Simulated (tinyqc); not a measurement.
What each parameter does: heterojunction of two tight-binding chains.

Left chain: hopping -t1, sites at 2 t1 (band bottom 0). Right chain: hopping -t2, sites at dE + 2 t2 (bottom dE). t = c/(m a^2), c = hbar^2/2m0. The bond across the interface is -tc with tc = f sqrt(t1 t2), and the last left site has the extra energy U. In a chain E = bottom + 2t (1 - cos(ka)); the surface Green function of a half chain is g = -exp(ika)/t, with Im k > 0 where cos(ka) > 1.

Constants: hbar^2/2m0 = 3.80998211 eV angstrom^2.

Values chosen for the exercise (masses and offset of the size met at Si / SiGe; the results hold for these values, not for the real material): a = 5 angstrom (site spacing); m1 = 0.206 m0 (mass on the left); m2 = 0.193 m0 (mass on the right); dE = 0.12 eV (band offset); f = 1.24 (factor on the interface hopping); U = 0 eV (extra energy on the last left site); E = 0.28 eV (electron energy).

T = 4 Im(S1) Im(S2) |G|^2 with G = 1/(E - 2 t1 - U - S1 - S2), S1 = -t1 exp(i k1 a), S2 = -(tc^2/t2) exp(i k2 a).

One parameter was then changed.

Results before and after:
```
case          T    k1 a    k2 a
base     0.8254  0.6253  0.4540
changed  0.9297  0.6253  0.4540
```

Which of these changes was made? (a) dE = 0.07 eV; (b) m1 = 0.2472 m0; (c) f = 1.116; (d) a = 4 angstrom; (e) m2 = 0.2316 m0; (f) U = 0.2 eV.

Answer: (c) f = 1.116. Of the candidates, run in turn, only this one gives the changed row.

All candidates:
```
case                 T    k1 a    k2 a
base            0.8254  0.6253  0.4540
m1 = 0.2472 m0  0.8213  0.6874  0.4540
m2 = 0.2316 m0  0.8457  0.6253  0.4982
dE = 0.07 eV    0.8545  0.6253  0.5216
f = 1.116       0.9297  0.6253  0.4540
U = 0.2 eV      0.9414  0.6253  0.4540
a = 4 angstrom  0.7662  0.4973  0.3621
```

Program tinyqc; command `OMP_NUM_THREADS=1 python tinyqc.py 1480953 1480954 out.jsonl`; about 0.01 s on one thread of a shared Intel(R) Xeon(R) Processor @ 2.30GHz.
